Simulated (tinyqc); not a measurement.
Width and zero-phonon weight against temperature: configuration-coordinate model of a defect: Huang-Rhys factor and luminescence line shape. Computed by tinyqc, a small Python program. Command: `OMP_NUM_THREADS=1 python tinyqc.py 3015022 3015023 out.jsonl ccline walk`. One thread of a shared host (Intel(R) Xeon(R) Processor @ 2.30GHz), about 0.01 s of CPU time with the checks.

Ground state E_g(Q) = (1/2) omega_g^2 Q^2; excited state E_e(Q) = E_0 + (1/2) omega_e^2 (Q - dQ)^2 with E_0 = E_ZPL - (hbar omega_e - hbar omega_g)/2. Q is mass-weighted; the dipole does not depend on Q (Condon approximation).

Inputs (values chosen for the exercise, for a model defect):
```
quantity                           value              unit
zero-phonon energy E_ZPL            1.48                eV
displacement dQ                    0.818  u^(1/2) angstrom
ground-state phonon hbar omega_g    36.5               meV
excited-state phonon hbar omega_e   33.7               meV
```

Modes: different frequencies.

Constants: hbar^2/u = 4.18015928e-03 eV angstrom^2; k_B = 8.617333262e-05 eV/K.

Method:
- S = hbar omega dQ^2/(2 hbar^2/u) for each state; relaxation energy S hbar omega; absorption at E_0 + S_e hbar omega_e, emission at E_0 - S_g hbar omega_g; the Stokes shift is their difference.
- Overlaps <m_e|n_g> of harmonic-oscillator functions (Hermite recursion, positive leading coefficients) by a sum over an even grid (700 points from x = -9 to 9 + d for the small table, 1500 points from -16 to 16 + d for the thermal sums), with x = Q sqrt(omega_g/hbar), d = sqrt(2 S_g) and frequency ratio omega_e/omega_g.
- Initial levels m = 0..24 carry Boltzmann weights exp(-m hbar omega_e/k_B T), normalised; final levels n = 0..79; a line lies at E_ZPL + m hbar omega_e - n hbar omega_g with weight w_m <m|n>^2. Moments are taken over these weights without the E^3 factor; FWHM = 2 sqrt(2 ln 2) x standard deviation; the zero-phonon weight is w_0 <0|0>^2, since the other m -> m lines are offset by m (hbar omega_e - hbar omega_g).
- For comparison: FWHM(0) sqrt(coth(hbar omega_e/2 k_B T)) with FWHM(0) from the first row, and exp(-S_g coth(hbar omega_e/2 k_B T)).

S_g = 2.92130

Against temperature:
```
T (K)  mean energy (eV)  FWHM (eV)  coth law (eV)  zero-phonon weight  exp(-S coth)
20               1.3733    0.15296        0.15296            0.060472    5.3863e-02
59               1.3733    0.15317        0.15317            0.060392    5.3448e-02
120              1.3732    0.15897        0.15896            0.058148    4.2647e-02
200              1.3728    0.17641        0.17639            0.051914    2.0560e-02
310              1.3722    0.20475        0.20467            0.043345    5.3540e-03
470              1.3711    0.24401        0.24382            0.034158    5.9777e-04
660              1.3697    0.28544        0.28508            0.027035    3.9186e-05
```

What follows from these numbers?

The width grows by a factor 1.87, flat while k_B T is well below hbar omega and as sqrt(T) above; the coth law, exact only for equal frequencies, misses by at most 0.12 %. The mean energy moves by -3.6 meV because the frequencies differ. The zero-phonon weight goes from 0.0605 to 0.0270, against 0.0539 to 3.92e-5 for the exponential rule, which assumes many modes of equal frequency in both states.
